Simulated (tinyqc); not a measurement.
# Worked calculation: undoped symmetric double-gate MOSFET, analytic potential model

Computed by the program tinyqc: `OMP_NUM_THREADS=1 python tinyqc.py 2440120 2440121 out.jsonl`, one thread of a shared Intel Xeon 2.30GHz, about 0.03 s for the whole run. Printed values are rounded.

An undoped body of thickness ts between two equal insulators and tied gates; long channel, electrons only, n = ni exp((psi - V)/Vt) with V the quasi-Fermi potential (0 at the source, Vd at the drain), constant mobility, no quantisation. Across the body psi(x) = V - 2 Vt ln[(ts/(2 beta)) sqrt(q ni/(2 eps0 eps_r Vt)) cos(2 beta x/ts)], x from the centre. Q is the electron charge per area of the whole body.

Values chosen for this exercise; material values close to those of silicon:

| symbol | value | unit | meaning |
|---|---|---|---|
| T | 300 | K | temperature |
| Eg | 1.14 | eV | band gap |
| eps_r | 11.6 |  | relative permittivity of the semiconductor |
| Nc | 2.84e19 | cm^-3 | conduction-band density of states at T |
| Nv | 2.6e19 | cm^-3 | valence-band density of states at T |
| eox | 21.9 |  | relative permittivity of the gate insulator |
| tox | 13 | nm | insulator thickness |
| ts | 20 | nm | body thickness |
| dphi | 0.04 | V | gate work function less that of the intrinsic body |
| mu | 140 | cm^2/(V s) | channel mobility |
| L | 0.5 | um | gate length |
| Vg | 0.72 | V | gate voltage |
| Vd | 0.8 | V | drain voltage |

Constants: q = 1.602176634e-19 C, kB = 1.380649e-23 J/K, Vt = kB T/q, eps0 = 8.8541878128e-14 F/cm where lengths are in cm. Results are converted to the units shown.

## Constants of the body

ni = sqrt(Nc Nv) exp(-Eg/(2 Vt)), Eg in volts; r = eps_r tox/(eox ts); V0 = dphi + 2 Vt ln[(2/ts) sqrt(2 eps0 eps_r Vt/(q ni))].

ni = 7.220500e9 cm^-3
r = 0.3442922
V0 = 0.4960828 V

## Iteration 1: beta at the source by Newton steps in z = ln(tan beta)

z at the start = 0

With V = 0, t = exp(z), beta = arctan(t): f = ln(beta) + (1/2) ln(1 + t^2) + 2 r beta t - (Vg - V0)/(2 Vt); with c = t/(1 + t^2), df/dz = c/beta + t c + 2 r t (c + beta); z(new) = z - f/(df/dz).

beta = 0.7853982
f = -3.684931
df/dz = 2.021725
z after iteration 1 = 1.822667

## Iteration 2: beta at the source by Newton steps in z = ln(tan beta)

As before.

beta = 1.410587
f = 3.859593
df/dz = 7.768040
z after iteration 2 = 1.325811

## Course of the iteration: beta at the source by Newton steps in z = ln(tan beta)

Stop when z changes by less than 1e-11, or after 60 iterations.

Course of the iteration:
```
iteration         z  |change|
1          1.822667      1.82
2          1.325811     0.497
3          1.190386     0.135
4          1.182742   7.64e-3
5          1.182720   2.24e-5
6          1.182720  1.91e-10
7          1.182720   < 1e-12
```

Converged in 7 iterations. At the end the number of correct digits about doubles with each step.

## Charges and drain current

beta_s = 1.273438
beta_d = 1.449165e-5

beta (between 0 and pi/2) solves (Vg - V0 - V)/(2 Vt) = ln(beta) - ln(cos beta) + 2 r beta tan(beta). Q = 8 eps0 eps_r Vt beta tan(beta)/ts; I = mu (1/L)(4 eps0 eps_r/ts)(2 Vt)^2 [g(beta_s) - g(beta_d)] per width, g = beta tan(beta) - beta^2/2 + r beta^2 tan^2(beta), with beta_s at V = 0 and beta_d at V = Vd.

Qs = 441.3543 nC/cm^2
Qd = 2.230470e-8 nC/cm^2
g(beta_s) = 9.290098
g(beta_d) = 1.050039e-10
I = 14.28444 uA/um

The term r beta^2 tan^2(beta), which gives the square law, makes up 64.0 % of g at the source.

## Potential and electron density across the body at the source

x/ts, point 0 to 6: 0  0.1  0.2  0.3  0.4  0.45  0.5

psi(x) as above with V = 0 and beta = beta_s; n = ni exp(psi/Vt).

```
point    psi (V)    n (cm^-3)
0      0.4685807  5.374971e17
1      0.4702760  5.739273e17
2      0.4756002  7.051776e17
3      0.4854200  1.031013e18
4      0.5019526  1.954342e18
5      0.5144221  3.165757e18
6      0.5320524  6.261153e18
```

The density at the surface is 11.6 times that at the centre (1/cos^2 beta).
